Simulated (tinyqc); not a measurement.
## Electron continuity equation in a given potential, Scharfetter-Gummel discretisation: current and errors against the applied potential

Steady state in one dimension: J = q mu n E + q D dn/dx with E = -dpsi/dx and D = mu Vt, dJ/dx = q (n/tau - G), fixed densities nL and nR at the ends. The potential is given, psi = U x/L - Ub exp(-((x/L - xb)/sb)^2), and is not changed by the electrons.

12 equal intervals. Fluxes J_i = (q D/h)(n_(i+1) P_i - n_i Q_i), d_i = (psi_(i+1) - psi_i)/Vt: Scharfetter-Gummel P = B(d), Q = B(-d), B(d) = d/(exp(d) - 1); central P = 1 - d/2, Q = 1 + d/2; upwind P = 1 + max(-d, 0), Q = 1 + max(d, 0). Balance at each inner node: J_i - J_(i-1) = q h (n_i/tau - G). The reference is Scharfetter-Gummel on 4000 intervals or more. Errors are those of J on the first interval against the reference at its midpoint; errors under 1e-6 % are printed as 0.

Parameters, values chosen for the exercise; mobility close to that of silicon at room temperature: temperature T = 300 K; electron mobility mu = 1340 cm^2/(V s); length of the region L = 0.23 um; density at x = 0 nL = 2.6e14 cm^-3; density at x = L nR = 6.2e13 cm^-3; lifetime tau = 4.9e-12 s; uniform generation rate G = 0 cm^-3 s^-1; depth of the dip in psi (a barrier for electrons) Ub = 0.26 V; position of the barrier over L xb = 0.29; width of the barrier over L sb = 0.15.

Constants: q = 1.602176634e-19 C, kB = 1.380649e-23 J/K, Vt = kB T/q. Results are converted to the units shown.

Result of one run:
```
U (V)	largest |d|	reference J (A/cm^2)	SG error (%)	central error (%)	upwind error (%)	most negative central n (cm^-3), 0 if none
0.93	7.320	-460.2	8.12	53.4	4.56	0
```

What becomes of these results when the potential difference psi(L) - psi(0) U is changed from 0.93 to 0.016 V, all else the same?

Result of the changed run:
```
U (V)	largest |d|	reference J (A/cm^2)	SG error (%)	central error (%)	upwind error (%)	most negative central n (cm^-3), 0 if none
0.016	4.374	-5.544	-10.4	155	230	-1.82e13
```

The whole series:
```
U (V)	largest |d|	reference J (A/cm^2)	SG error (%)	central error (%)	upwind error (%)	most negative central n (cm^-3), 0 if none
0.016	4.374	-5.544	-10.4	155	230	-1.82e13
0.062	4.522	-6.347	-8.27	185	249	-2.12e13
0.16	4.838	-8.573	-3.92	183	271	-2.63e13
0.31	5.322	-14.33	2.63	94.7	292	-2.75e13
0.47	5.838	-28.05	9.70	-16.4	300	-7.93e12
0.68	6.515	-90.47	15.7	-50.8	161	-3.61e12
0.93	7.320	-460.2	8.12	53.4	4.56	0
1.4	8.835	-2485	-10.1	134	-35.4	0
```

The reference current falls from -5.54 to -2480 A/cm^2. The largest errors in size are 16 % (Scharfetter-Gummel), 180 % (central) and 300 % (upwind). Central differences give negative densities for U = 0.016, 0.062, 0.16, 0.31, 0.47, 0.68 V; these rows have |d| above 2, which makes negative values possible though not certain.

Range of the model: The drift velocity mu E exceeds 1e7 cm/s somewhere, where real mobilities no longer stay constant.

Numbers from tinyqc (`OMP_NUM_THREADS=1 python tinyqc.py 2220017 2220018 out.jsonl`; about 0.01 s on one thread of a shared Intel Xeon 2.30GHz).
